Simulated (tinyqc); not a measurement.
# Reverse leakage of an n+-p junction: diffusion, generation, trap-assisted and band-to-band tunnelling, step by step

Computed by the program tinyqc: `OMP_NUM_THREADS=1 python tinyqc.py 2290055 2290056 out.jsonl`, one thread of a shared Intel Xeon 2.30GHz, about 0.01 s for the whole run. Printed values are rounded; ~0 in a residual or rate marks an entry under 1e-11 of the largest of its column.

One-sided abrupt junction in the depletion approximation, x from the junction (0) to W on the p side, field F = F0 (1 - x/W). Flat quasi-Fermi levels, long p side. Traps generate through SRH with both lifetimes shortened by 1 + Gamma (Hurkx enhancement, form for moderate fields); band-to-band generation is local and needs a total bending above Eg.

Parameters, values chosen for the exercise; band and dielectric values close to those of silicon: temperature T = 350 K; band gap Eg = 1.13 eV; relative permittivity eps_r = 11.6; conduction-band density of states at T Nc = 3.52e19 cm^-3; valence-band density of states at T Nv = 3.4e19 cm^-3; acceptor density of the lighter side Na = 2.4e16 cm^-3; donor density of the heavier side Nd = 1e19 cm^-3; SRH lifetime of both carriers at zero field tau = 3e-9 s; trap level above the intrinsic level Et = 0 eV; tunnelling mass mt = 0.26 m0; electron diffusion coefficient on the lighter side Dn = 9.4 cm^2/s; band-to-band prefactor Ab = 6.6e14 cm^-0.5 V^-2.5 s^-1; band-to-band field constant Bb = 2.01e7 V/cm; reverse bias VR = 1.9 V.

Constants: q = 1.602176634e-19 C, kB = 1.380649e-23 J/K, hbar = 1.054571817e-34 J s, m0 = 9.1093837015e-31 kg, Vt = kB T/q, eps0 = 8.8541878128e-14 F/cm where lengths are in cm. Results are converted to the units shown.

## Field, scales and diffusion current

ni = sqrt(Nc Nv) exp(-Eg/(2 Vt)), Eg in volts; Vbi = Vt ln(Na Nd/ni^2); W = sqrt(2 eps0 eps_r (Vbi + VR)/(q Na)); F0 = 2 (Vbi + VR)/W; FG = sqrt(24 mt m0 (kB T)^3)/(q hbar); J_diff = q ni^2 sqrt(Dn/tau)(1 - exp(-VR/Vt))/Na.

ni = 2.53145e11 cm^-3
Vbi = 0.873196 V
W = 384.900 nm
F0 = 144.100 kV/cm
FG = 473.999 kV/cm
J_diff = 2.39464e-8 A/cm^2

## Generation rates across the layer

u = (Vbi + VR)(1 - x/W)^2, p = Na exp(-u/Vt), n = Nd exp((u - Vbi - VR)/Vt); G0 = ni^2 (1 - exp(-VR/Vt))/(tau (n + p + 2 ni cosh(Et/Vt))); Gamma = 2 sqrt(3 pi)(F/FG) exp((F/FG)^2); trap-assisted part G0 Gamma; G_bb = Ab F^2.5 exp(-Bb/F) with F in V/cm, zero unless Vbi + VR > Eg. 15 equal steps.

```
point   x (nm)  F (kV/cm)     Gamma  G0 (cm^-3 s^-1)  G0 Gamma (cm^-3 s^-1)  G_bb (cm^-3 s^-1)
0        0.000    144.100   2.04734       2.13607e12             4.37326e12        1.37350e-33
1       25.660    134.493   1.88822       2.97420e17             5.61594e17        5.44369e-38
2       51.320    124.886   1.73401       4.20950e19             7.29932e19        4.59948e-43
3       76.980    115.280   1.58427       4.21908e19             6.68416e19                 ~0
4      102.640    105.673   1.43859       4.21908e19             6.06954e19                 ~0
5      128.300     96.066   1.29658       4.21908e19             5.47037e19                 ~0
6      153.960     86.460   1.15785       4.21908e19             4.88506e19                 ~0
7      179.620     76.853   1.02204       4.21908e19             4.31206e19                 ~0
8      205.280     67.246  0.888790       4.21868e19             3.74952e19                 ~0
9      230.940     57.640  0.757763       4.13899e19             3.13638e19                 ~0
10     256.600     48.033  0.628622       1.54354e19             9.70303e18                 ~0
11     282.260     38.427  0.501042       6.06382e17             3.03823e17                 ~0
12     307.920     28.820  0.374703       3.51831e16             1.31832e16                 ~0
13     333.580     19.213  0.249289       4.56316e15             1.13755e15                  0
14     359.240      9.607  0.124491       1.33927e15             1.66727e14                  0
15     384.900      0.000         0       8.90012e14                      0                  0
```

## Current components

Each current is q times the trapezoid sum of its rate; J adds J_diff; J_bb under 1e-8 of the sum is given as 0.

J_SRH = 1.45127e-4 A/cm^2
J_TAT = 1.75402e-4 A/cm^2
J_bb = 0 A/cm^2
J = 3.20554e-4 A/cm^2

A fine grid gives J = 3.241e-4 A/cm^2; the coarse sum is 1.1 % below it. On the fine grid the largest part is trap-assisted tunnelling (54.8 %). The simple estimate q ni W/(2 tau cosh(Et/Vt)) is 78 % above the fine-grid J_SRH of 1.465e-4 A/cm^2, since near both edges n or p is large enough to quench generation.
